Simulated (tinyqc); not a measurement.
Worked calculation: strain, valley repopulation and piezoresistance in a many-valley conduction band. Computed by tinyqc, a small Python program that keeps every step. Command: `OMP_NUM_THREADS=1 python tinyqc.py 3021742 3021743 out.jsonl valleys walk`. One thread of a shared host (Intel(R) Xeon(R) Processor @ 2.30GHz), about 0.03 s of CPU time with the checks. Intermediate numbers are printed to about 7 digits and carried at full precision; extremes and crossings named in words are read from the listed rows.

Valleys are ellipsoids with mass m_l along the axis a and m_t across it, parabolic, with one constant relaxation time; strain shifts the valleys and leaves the masses alone. Currents are taken along [100], along the load, and along [010], across the load.

Inputs (values chosen for the exercise, for a model crystal):
```
quantity,value,unit
longitudinal mass m_l,0.817,m_0
transverse mass m_t,0.158,m_0
shear deformation potential Xi_u,8.6,eV
dilation deformation potential Xi_d,1.2,eV
C11,181,GPa
C12,69,GPa
C44,76.9,GPa
stress X (tension positive),1300,MPa
electron density n,1.2e+16,1/cm^3
relaxation time tau,230,fs
temperature T,300,K
```

Valley axes: <100> (6 valleys in 3 pairs). Load: uniaxial [100].

Constants: k_B = 8.617333262e-05 eV/K; m_0 = 9.1093837015e-31 kg; k_B = 1.380649e-23 J/K; hbar = 1.054571817e-34 J s; e = 1.602176634e-19 C.

## Strain

Compliances S11 = (C11 + C12)/((C11 - C12)(C11 + 2 C12)), S12 = -C12/((C11 - C12)(C11 + 2 C12)), S44 = 1/C44; stress sigma_ij = X n_i n_j for the unit vector n of the load; e_xx = S11 sigma_xx + S12 (sigma_yy + sigma_zz), e_xy = S44 sigma_xy/2 (tensor strain).

strain tensor (%):
```
,x,y,z
x,0.9096507,0.0000000,0.0000000
y,0.0000000,-0.2510636,0.0000000
z,0.0000000,0.0000000,-0.2510636
```

Caution: strain near 1 % also warps the bands and changes masses and intervalley scattering, which this model leaves out.

## Valley shifts

Herring-Vogt shift of a valley with unit axis a: dE = Xi_d tr(e) + Xi_u a.e.a.

shifts dE (meV): x 83.12024, y -16.70119, z -16.70119

splitting (highest minus lowest) = 99.82143 meV

Lowest: y, z; the splitting is 3.86 k_B T.

## Populations

Each of the 6 valleys holds n_v = N_v (2/sqrt(pi)) F_1/2((E_F - dE_v)/(k_B T)), N_v = 2 (m_d k_B T/(2 pi hbar^2))^(3/2), m_d = (m_l m_t^2)^(1/3); E_F solves sum n_v = n and is counted from the unstrained edge. F_j(eta) = int_0^infinity x^j/(1 + exp(x - eta)) dx, without a gamma-function factor. It is evaluated after integrating by parts. Integrals over x = E/(k_B T) use 160 Gauss-Legendre points in u = sqrt(x) from 0 to sqrt(max(eta, 0) + 32).

Fermi level E_F = -200.1401 meV

share of the electrons (per pair): x 0.0104141, y 0.4947929, z 0.4947929

## Mobility tensor and resistance change

Mobility tensor mu = e tau sum_v (n_v/n) [1/m_t + (1/m_l - 1/m_t) a a^T]; unstrained mu_0 = e tau (1/m_l + 2/m_t)/3; resistivity along d from the inverse tensor, rho_d = d.mu^-1.d/(n e), mobility along d = 1/(d.mu^-1.d); gauge pi_d = (rho_d/rho_0 - 1)/X.

mobility tensor (cm^2/(V s)):
```
,x,y,z
x,2538.801,0.000,0.000
y,0.000,1538.477,0.000
z,0.000,0.000,1538.477
```

unstrained mobility mu_0 = 1871.918 cm^2/(V s)

mobility along the first direction = 2538.801 cm^2/(V s)

mobility along the second direction = 1538.477 cm^2/(V s)

resistance change along the first direction = -26.26762 %

resistance change along the second direction = 21.67347 %

The mobility lies between e tau/m_l = 495 and e tau/m_t = 2560; the trace stays at 3 mu_0. Along the first direction the filled valleys present more of their light mass.

## Linear piezoresistance coefficients

With eta_0 the reduced Fermi level without strain, r = F_-1/2(eta_0)/(2 F_1/2(eta_0)) (1 for a classical gas) and c = r (Xi_u/k_B T) (m_l - m_t)/(2 m_l + m_t): pi11 = -(2/3) c (S11 - S12), pi12 = -pi11/2, pi44 = 0, with S11 - S12 = 1/(C11 - C12).

eta_0 = -7.490826

degeneracy factor r = 0.9998027

pi11 = -72.80425 1e-11/Pa

pi12 = 36.40213 1e-11/Pa

pi44 = 0 1e-11/Pa

The gas is classical, so the coefficients follow 1/T.

## Full result against the linear law

Linear theory: pi_l = pi11, pi_t = pi12.

Resistance changes (%); at 2000 MPa the strain is near or above 1 %, where band warping, left out here, matters:
```
X (MPa),splitting (meV),largest share,first direction,linear,second direction,linear
-2000,153.5714,0.9947626,269.9770,145.6085,-26.73222,-72.80425
-1000,76.7857,0.9069160,172.3292,72.8043,-24.03517,-36.40213
-400,30.7143,0.6212080,46.5403,29.1217,-13.70360,-14.56085
-150,11.5179,0.4383873,13.1093,10.9206,-5.47755,-5.46032
-50,3.8393,0.3671026,3.8697,3.6402,-1.82871,-1.82011
50,3.8393,0.3494041,-3.4245,-3.6402,1.80499,1.82011
150,11.5179,0.3787110,-9.1012,-10.9206,5.27006,5.46032
400,30.7143,0.4338659,-18.1550,-29.1217,12.47470,14.56085
1000,76.7857,0.4874941,-25.3816,-72.8043,20.49293,36.40213
2000,153.5714,0.4993429,-26.8094,-145.6085,22.42118,72.80425
```

Along the first direction the linear law holds within 10 % for 2 of the 10 stresses, at -50.0, 50.0 MPa. At the largest compression the full change is +270.0 % against the linear +145.6 %, at the largest tension -26.8 % against -145.6 %: once the splitting is comparable with k_B T (or E_F) the populations no longer follow it linearly, and the change must saturate when the upper valleys are empty.

Checks made by the program: trace of the tensor against 3 mu_0 (relative difference below 1e-10); linear coefficients against the full calculation at 0.01 MPa (relative difference 9e-06).
